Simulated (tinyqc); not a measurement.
Tilting alike or in alternation: buckled dimers of a reconstructed (001) surface, two dangling bonds a dimer.

In a dimer one atom moves up by z and the other down by z; the dangling bond of the up atom (more s-like) falls by gm z and that of the down atom rises by gm z. With all dimers tilted alike: H(k) = [[-gm z - 2 ta cos k, -tp - 2 tx cos k], [., gm z - 2 ta cos k]], k along the row in 1/a. Two electrons a dimer fill the lowest N of the 2N levels on the mesh k_j = (j + 1/2) pi/N. Total energy a dimer: W(z) = (2/N) sum of the filled levels + kf z^2. Repulsion between electrons is left out.

Inputs chosen for the exercise (of the size met on diamond (001); the results hold for these values, not for the real material):

| symbol | value | unit | meaning |
|---|---|---|---|
| tp | 1.08 | eV | pi coupling inside a dimer |
| ta | 0.18 | eV | coupling between like atoms along the row |
| tx | 0.02 | eV | diagonal coupling along the row |
| gm | 2.3 | eV/angstrom | shift of a dangling bond with height |
| kf | 7.8 | eV/angstrom^2 | force constant of buckling |
| N | 16 |  | k points |

Alternation doubles the cell: sites L1, R1, L2, R2 with levels -gm z, +gm z, +gm z, -gm z, -tp inside a dimer, -2 ta cos k between L1-L2 and R1-R2, -2 tx cos k between L1-R2 and R1-L2, on k_j = (j + 1/2) pi/(2N); the lowest half of the levels is filled. Energies a dimer; gaps on these meshes.

Two patterns:

| z (angstrom) | W alike (eV) | W alternating (eV) | difference (meV) | gap alike (eV) | gap alternating (eV) |
|---|---|---|---|---|---|
| 0.05 | -2.1527 | -2.1534 | -0.7 | 1.4557 | 1.4591 |
| 0.10 | -2.1305 | -2.1332 | -2.7 | 1.4920 | 1.5125 |
| 0.15 | -2.0921 | -2.0977 | -5.6 | 1.5511 | 1.5976 |
| 0.20 | -2.0359 | -2.0448 | -8.9 | 1.6314 | 1.7095 |
| 0.30 | -1.8614 | -1.8764 | -15.0 | 1.8470 | 1.9951 |
| 0.40 | -1.5897 | -1.6091 | -19.4 | 2.1214 | 2.3370 |
| 0.50 | -1.2055 | -1.2274 | -21.8 | 2.4393 | 2.7141 |

The lowest W listed is -2.1527 eV for like tilts and -2.1534 eV for alternation (both in the first row: W rises with z, so these dimers stay nearly flat); the difference at equal z runs from -21.8 to -0.7 meV. With alternation ta joins filled up atoms to empty down atoms and gains energy in second order, about 2 ta^2/(gm z) a dimer at large z, while tx does so for like tilts; here ta = 0.18 and tx = 0.02 eV. At z = 0.3 the gap is 1.847 eV alike and 1.995 eV alternating.

Program tinyqc; command `OMP_NUM_THREADS=1 python tinyqc.py 1482838 1482839 out.jsonl`; about 0.04 s on one thread of a shared Intel(R) Xeon(R) Processor @ 2.30GHz.
